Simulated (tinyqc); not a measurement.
# Long-channel MOSFET, surface-potential model: transfer curve from weak to strong inversion

n-channel transistor on a uniformly doped p-type body, gradual-channel approximation, constant mobility, Boltzmann statistics, full ionisation. Potentials are counted from the neutral body; V is the electron quasi-Fermi potential, Vsb at the source and Vsb + Vds at the drain. Charges are magnitudes per area.

ni = sqrt(Nc Nv) exp(-Eg/(2 Vt)), Eg in volts; phiF = Vt ln(Na/ni); Cox = eps0 eox/tox; gamma = sqrt(2 q eps0 eps_r Na)/Cox. The surface potential psi at channel potential V solves Vgs + Vsb - Vfb - psi = gamma sqrt(G), G = psi - Vt + Vt exp((psi - 2 phiF - V)/Vt). Charge sheet: Qi = Cox gamma [sqrt(G) - sqrt(psi - Vt)]; I = mu (W/L) [integral of Qi dpsi from psi_0 to psi_L (drift) + Vt (Qi0 - QiL) (diffusion)], with psi_0 at V = Vsb and psi_L at V = Vsb + Vds. Pao-Sah: Qi(V) = (Cox gamma/2) integral from 3 Vt to psi of exp((u - 2 phiF - V)/Vt)/sqrt(G(u, V)) du, and I = mu (W/L) integral of Qi dV from Vsb to Vsb + Vds. Square law: VT = Vfb + 2 phiF + gamma sqrt(2 phiF + Vsb), m = 1 + gamma/(2 sqrt(2 phiF + Vsb)), I = mu Cox (W/L) [(Vgs - VT) v - m v^2/2] with v the smaller of Vds and (Vgs - VT)/m, and zero below VT. gm = dI/dVgs of the charge-sheet current.

Inputs (values chosen for the exercise); material values close to those of silicon:
- T = 300 K (temperature)
- Eg = 1.14 eV (band gap)
- eps_r = 11.7 (relative permittivity of the semiconductor)
- Nc = 2.85e19 cm^-3 (conduction-band density of states at T)
- Nv = 2.62e19 cm^-3 (valence-band density of states at T)
- Na = 6.8e17 cm^-3 (acceptor density of the body)
- eox = 4.06 (relative permittivity of the gate insulator)
- tox = 7 nm (insulator thickness)
- Vfb = -0.6 V (flat-band voltage)
- mu = 150 cm^2/(V s) (channel mobility)
- W = 10 um (gate width)
- L = 5 um (gate length)
- Vsb = 0 V (source-body reverse bias)
- Vds = 0.05 V (drain-source voltage)

Constants: q = 1.602176634e-19 C, kB = 1.380649e-23 J/K, Vt = kB T/q, eps0 = 8.8541878128e-14 F/cm where lengths are in cm. Results are converted to the units shown.

Transfer curve from weak to strong inversion:
```
Vgs (V)	I, charge sheet (uA)	I, Pao-Sah (uA)	drift share (%)	gm/I (1/V)	I, square law (uA)
1.05	3.566e-4	3.627e-4	0.1523	25.03	0
1.18	0.009216	0.009359	3.781	24.56	0
1.3	0.1263	0.1283	32.21	17.49	0.1290
1.42	0.5730	0.5834	66.65	8.650	1.023
1.55	1.308	1.332	81.95	4.704	2.025
1.67	2.078	2.115	87.83	3.182	2.949
1.8	2.956	3.007	91.13	2.325	3.950
1.92	3.790	3.854	92.95	1.852	4.875
2.05	4.709	4.787	94.25	1.513	5.876
```

The charge-sheet current rises from 3.57e-4 to 4.71 uA. In the first row gm/I is 25.0 1/V, a swing of 92.0 mV a decade, against Vt ln 10 = 59.5 mV a decade for an ideal gate; in the last it is 1.51 1/V. Drift passes half of the current at Vgs = 1.42 V among the rows listed (VT = 1.25 V). The charge sheet departs most from Pao-Sah at Vgs = 1.55 V, where it is 1.8 % below it. In the last row the square law is 23 % above Pao-Sah. For Vgs = 1.55 to 2.05 V the surface electron density at the source passes 0.3 Nc, where degeneracy and quantisation, left out here, matter.

tinyqc, about 0.07 s, one thread, Intel Xeon 2.30GHz (shared host): `OMP_NUM_THREADS=1 python tinyqc.py 2360128 2360129 out.jsonl`
